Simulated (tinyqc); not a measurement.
Coverage along the feature as the dose grows: atomic layer deposition: Langmuir saturation, growth per cycle and coating of deep features. Computed by tinyqc, a small Python program. Command: `OMP_NUM_THREADS=1 python tinyqc.py 3023931 3023932 out.jsonl ald walk`. One thread of a shared host (Intel(R) Xeon(R) Processor @ 2.30GHz), about 0.02 s of CPU time with the checks.

Precursor A sticks only on free sites, so a long enough pulse saturates; co-reactant B then frees the sites again.

Inputs (values chosen for the exercise, modelled on hafnium oxide from an amide and water):
```
quantity,value,unit
precursor mass M,411,u
site density q,2.9,1/nm^2
sticking probability beta on free sites,0.0011,-
precursor pressure p,1.3,Pa
temperature T,300,C
pulse time t,2,s
desorption energy E_d,2.08,eV
aspect ratio a,8,-
```

Feature: long trench.

Constants: u = 1.6605390666e-27 kg; k_B = 1.380649e-23 J/K; k_B = 8.617333262e-05 eV/K.

Method:
- Wall flux F = p/sqrt(2 pi M k_B T); rate of filling k_a = beta F/q; desorption k_d = 1e13 exp(-E_d/(k_B T)) per second. 1/m^2 = 1e-18/nm^2.
- Temperatures in kelvin are T(C) + 273.15.
- Diffusion-limited filling (Gordon) of a long trench of width w, hydraulic diameter 2w, so that a is replaced by a/2 in the hole formula: t = (q/F)(1 + 19a/8 + 3a^2/8). Reaction-limited filling needs ln(100)/k_a at any depth, k_a = beta F/q. Flow is molecular. The front picture holds when the modulus (a/2) sqrt(beta) is well above 1.
- Depth reached by the given pulse: solve the same formula for a. Exposure = p x diffusion-limited time; 1 langmuir = 1.33322e-4 Pa s.
- Continuum model with steady gas transport: d2n/dz2 = 3 beta (1 - th) n/d_h^2 (d_h the hydraulic diameter, n = 1 at the mouth, no flux at the floor, 60 cells), d th/dt = beta F n (1 - th)/q; no desorption. Times are multiples of the larger of the Gordon time and ln(100)/k_a.

diffusion-limited time = 0.0180808 s

time to 99 % without desorption, ln(100)/k_a = 1.72036 s

flux F = 7057.20 1/(nm^2 s)

modulus = 0.132665

Coverage:
```
multiple,t (s),top cell,quarter depth,half depth,three quarters,floor cell
0.05,0.0860,0.206,0.204,0.202,0.202,0.201
0.10,0.1720,0.369,0.366,0.364,0.363,0.363
0.20,0.3441,0.602,0.599,0.597,0.596,0.596
0.40,0.6881,0.841,0.840,0.839,0.838,0.838
0.60,1.0322,0.937,0.936,0.936,0.935,0.935
0.80,1.3763,0.975,0.975,0.974,0.974,0.974
1.00,1.7204,0.990,0.990,0.990,0.990,0.990
1.30,2.2365,0.997,0.997,0.997,0.997,0.997
```

What follows from these numbers?

At a multiple of 0.2 the coverage is 0.60 at the top and 0.60 at the floor. All depths fill nearly together, since molecules bounce many times before they stick. In the last row the floor reaches 0.997. Caution: the modulus is not well above 1 or the Gordon time is under three times ln(100)/k_a, so there is no sharp front: the Gordon time is only a lower bound and the reaction time must be met as well.
